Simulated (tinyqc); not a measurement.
Thermionic-field emission through a Schottky barrier, WKB: effect of temperature.

Metal on an n-type semiconductor with one parabolic valley; V > 0 is forward bias (metal positive). Energies E are counted from the conduction edge of the neutral semiconductor, whose Fermi level lies at -xi; that of the metal lies at -xi - V. The barrier is a parabola of height Vd = phi - xi - V (depletion approximation, no image force).

Nc = 2 (2 pi me m0 kB T/h^2)^1.5 (times 1e-6 for cm^-3); Nd = Nc F12(-xi/Vt), F12(x) = (2/sqrt(pi)) int_0^infinity sqrt(u)/(1 + exp(u - x)) du; E00 = (hbar/2) sqrt(Nd/(me m0 eps0 eps_r)) in SI units (volts). For E < Vd, ln T(E) = -(Vd/E00) [sqrt(1 - y) - y ln((1 + sqrt(1 - y))/sqrt(y))], y = E/Vd; T(E) = 1 above. J = A* T (q/kB) int_0^infinity T(E) N(E) dE, N = ln[(1 + exp((-xi - E)/Vt))/(1 + exp((-xi - V - E)/Vt))], A* = 4 pi q me m0 kB^2/h^3 (times 1e-4 for A/(cm^2 K^2)). The integral is converged to the digits shown; the share over the barrier is that of E > Vd, and 0 means below 1e-6 %. phi is held fixed. By a common rule of thumb, E00/Vt below 0.5 marks thermionic emission, 0.5 to 5 thermionic-field emission and above 5 field emission.

Values chosen for this exercise; band and dielectric values close to those of gallium arsenide:

| symbol | value | unit | meaning |
|---|---|---|---|
| me | 0.0668 | m0 | electron mass |
| eps_r | 12.7 |  | relative permittivity |
| phi | 0.73 | eV | barrier height seen from the metal |
| Nd | 4.1e17 | cm^-3 | donor density |
| V | 0.21 | V | bias |

Constants: q = 1.602176634e-19 C, kB = 1.380649e-23 J/K, eps0 = 8.8541878128e-12 F/m, hbar = 1.054571817e-34 J s, h = 6.62607015e-34 J s, m0 = 9.1093837015e-31 kg, Vt = kB T/q. Results are converted to the units shown.

Effect of temperature:
```
T (K),E00/Vt,J (A/cm^2),share over the barrier (%),mean E/Vd
60,2.496,2.181e-11,0,0.07456
100,1.498,5.734e-10,0,0.2045
150,0.9985,1.768e-7,3.45e-4,0.4324
200,0.7489,3.158e-5,0.0801,0.6007
250,0.5991,0.001826,0.904,0.7076
300,0.4993,0.04108,3.23,0.7761
400,0.3745,3.162,11.4,0.8564
500,0.2996,54.71,20.9,0.9051
```

J rises from 2.18e-11 to 54.7 A/cm^2, and the mean E/Vd rises from 0.0746 to 0.905, as E00/Vt falls from 2.50 (thermionic-field emission) to 0.300 (thermionic emission). Between the first two rows J changes by a factor of 26.3, between the last two by 17.3.

Range of the model: The depletion approximation, a parabolic band and the neglect of image-force lowering make these currents estimates at high doping.

Program tinyqc, `OMP_NUM_THREADS=1 python tinyqc.py 2640036 2640037 out.jsonl`; Intel Xeon 2.30GHz, shared host, one thread, about 0.01 s.
